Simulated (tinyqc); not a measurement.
Thresholds of impact ionisation and Auger recombination from band masses: sweeps and comparisons. A value that a table varies takes the place of the one given here.

Parabolic bands, no phonon. At threshold the three slow carriers share one velocity. With M their total mass and m4 the mass of the fast carrier, the fast carrier has the kinetic energy E_T = G M/(M - m4) and the slow ones together E_a = G m4/(M - m4), the activation energy of the Auger rate. CCCH (fast electron): G = Eg, M = 2 me + mh, m4 = me. CHHS (hole into the split-off band): G = Eg - Dso, M = 2 mh + me, m4 = ms; this form holds for Eg > Dso (below, the process needs about Dso - Eg and is marked by a dash). CHHL (hole into the light band): G = Eg, M = 2 mh + me, m4 = ml. CHHH (fast heavy hole): G = Eg, M = 2 mh + me, m4 = mh.

Non-parabolic fast electron: E (1 + alpha E) = c k^2/me with alpha = (1 - me)^2/Eg; the slow carriers stay parabolic, so E_T = Eg + me E_T (1 + alpha E_T)/M, M = 2 me + mh (the root between Eg and 1.9 Eg).

Constants: kB = 8.617333262e-05 eV/K; hc = 1239.841984 eV nm.

Parameters, chosen for this exercise (near those of CdTe, gap at low temperature and not tied to T; shifted at random, so the results belong to these values and not to a real crystal):
```
symbol  value   unit  meaning
Eg      1.564   eV    gap at Gamma to the s-like level
Dso     0.917   eV    spin-orbit splitting
me      0.0985  m0    electron mass at Gamma
mh      0.58    m0    heavy-hole mass
ms      0.263   m0    split-off mass
ml      0.1155  m0    light-hole mass
T       200     K     temperature
```

## The gap of an alloy series

Eg is varied with me and ml proportional to it; mh, ms and Dso are kept. E_a of three processes; wavelength hc/Eg.

Results:
```
Eg (eV)  wavelength (micrometre)      me  CCCH (meV)  CCCH non-parabolic (meV)  CHHS (meV)  CHHL (meV)  log10 exp(-E_a/kT), non-parabolic
0.469                       2.64  0.0295        22.7                      48.8           -        14.1                              -1.23
0.782                       1.59  0.0493        61.2                     137.7           -        39.2                              -3.47
1.173                       1.06  0.0739       132.5                     315.6        69.3        88.6                              -7.95
1.564                       0.79  0.0985       227.1                     570.9       170.9       158.0                             -14.39
1.955                       0.63  0.1231       342.3                     906.1       267.6       247.9                             -22.83
2.502                       0.50  0.1576       534.5                    1509.8       395.3       408.1                             -38.05
3.128                       0.40  0.1970       793.1                    2376.9       531.5       641.7                             -59.90
```

E_a of CCCH goes nearly as Eg^2 (power 1.87 over the table), as both G and me grow; the non-parabolic value goes with the power 2.05, and its Boltzmann factor spans 58.7 decades; rows with E_a far above kT are formal, since phonon-assisted processes and side valleys rule there. CHHS is resonant at Eg = Dso = 0.917 eV, with no activation, and is the easiest process near there; it has the lowest E_a of the parabolic values for Eg = 1.173, 2.502 and 3.128 eV.

## The mass ratio

mu = me/mh is varied; thresholds in units of Eg for ionisation started by an electron, (1 + 2 mu)/(1 + mu), and by a heavy hole, (2 + mu)/(1 + mu).

Results:
```
mu     electron (Eg)  hole (Eg)  electron (eV)  hole (eV)
0.080         1.0741     1.9259          1.680      3.012
0.170         1.1453     1.8547          1.791      2.901
0.200         1.1667     1.8333          1.825      2.867
0.890         1.4709     1.5291          2.300      2.392
1.000         1.5000     1.5000          2.346      2.346
1.100         1.5238     1.4762          2.383      2.309
1.400         1.5833     1.4167          2.476      2.216
```

The two thresholds add up to 3 Eg in every row and are equal, 3/2 Eg, at mu = 1. The lighter carrier has the lower threshold; in the first row the two differ by 1.332 eV, which would favour one carrier in avalanche multiplication. Real ionisation rates depend on the whole band structure and can be nearly equal although the edge masses differ.

## What each parameter does

Activation energies. Each row changes one parameter from the base and keeps the others.

Results:
```
case             CCCH (meV)  CCCH non-parabolic (meV)  CHHL (meV)  CHHS (meV)
base                 227.05                    570.86      158.04      170.93
Eg = 1.4076 eV       204.35                    513.78      142.24      129.61
Dso = 0.8253 eV      227.05                    570.86      158.04      195.16
me = 0.1084 m0       246.28                    632.39      156.68      169.25
mh = 0.522 m0        248.27                    654.12      175.89      193.47
ms = 0.2367 m0       227.05                    570.86      158.04      149.88
ml = 0.104 m0        227.05                    570.86      140.89      170.93
```

The largest shifts from the base row, up to three for each result and ties (the steps differ in size, so this ranks the rows, not the parameters). CCCH (meV): Eg -22.71, mh +21.22, me +19.23; unchanged at the printed digits by Dso, ms and ml. CCCH non-parabolic (meV): mh +83.25, me +61.52, Eg -57.09; unchanged at the printed digits by Dso, ms and ml. CHHL (meV): mh +17.85, ml -17.15, Eg -15.80; unchanged at the printed digits by Dso and ms. CHHS (meV): Eg -41.32, Dso +24.23, mh +22.54; unchanged at the printed digits by ml.

tinyqc: `OMP_NUM_THREADS=1 python tinyqc.py 1880729 1880730 out.jsonl`; about 0.01 s, one thread, shared Intel(R) Xeon(R) Processor @ 2.30GHz.
